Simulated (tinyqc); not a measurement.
Capacitance measurement on a leaky thin oxide: effects of series resistance and leakage: one step of the calculation.

The device is a capacitance C in parallel with a leakage conductance G, in series with Rs and Ls. An impedance meter reports either a parallel pair (Cp, Gp) from Y = 1/Z = Gp + i w Cp or a series pair (Cs, Rm) from Z = Rm + 1/(i w Cs); w = 2 pi f, dissipation D = Gp/(w |Cp|).

Problem. What the meter reports. Z = Rs + i w Ls + 1/(G + i w C).

Parameters, values chosen for the exercise; values of the order met in thin-oxide MOS capacitors: series resistance Rs = 94 ohm; series inductance Ls = 0 nH; measuring frequency f = 1e6 Hz.

C = 107.87377 pF
G = 1407.4074 uS

Wanted: Z; Cp; Gp; Cs; D.

Solution.

Z = 670.8-277.8i ohm
Cp = 83.87 pF
Gp = 1273 uS
Cs = 573.0 pF
D = 2.415

Cp is 22 % below C and Cs is 5.31 times it; G Rs = 0.132, w C Rs = 0.0637 and G/(w C) = 2.08.

Program tinyqc, `OMP_NUM_THREADS=1 python tinyqc.py 2022040 2022041 out.jsonl`; Intel Xeon 2.30GHz, shared host, one thread, about 0.01 s.
